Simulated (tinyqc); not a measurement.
Trap-assisted generation and recombination current of an abrupt junction: one step, computed by the program tinyqc. Command: `OMP_NUM_THREADS=1 python tinyqc.py 3026556 3026557 out.jsonl junctionleak walk`. One thread of a shared host (Intel(R) Xeon(R) Processor @ 2.30GHz), about 0.01 s of CPU time with the checks.

Depletion approximation, flat quasi-Fermi levels across the depleted layer, long neutral regions with minority lifetimes tau_n and tau_p, full ionisation and Boltzmann statistics. Voltages in exponents stand for e V.

Question. Depleted layer under reverse bias. W = sqrt(2 eps eps_0 (V_bi - V)(1/N_A + 1/N_D)/e), x_p = W N_D/(N_A + N_D), x_n = W - x_p, peak field F_m = 2 (V_bi - V)/W; reverse bias means V = -V_r.

Inputs (values chosen for the exercise, for a model semiconductor): electron mass m_e = 0.0559 m_0; valleys M_c = 1; dielectric constant eps = 10.3; acceptor density N_A = 7.3e+17 cm^-3; donor density N_D = 1.1e+17 cm^-3; reverse bias V_r = 2 V; temperature T = 300 K.

Field enhancement: none.

V_bi = 1.262659 V

Constants: eps_0 = 8.8541878128e-12 F/m; e = 1.602176634e-19 C.

Give: W; x_p; x_n; peak field F_m.

Answer.

W = 197.1 nm

x_p = 25.81 nm

x_n = 171.3 nm

peak field F_m = 3.310e+05 V/cm

Caution: one side is doped near or above its effective density of states, so Boltzmann statistics understate V_bi.
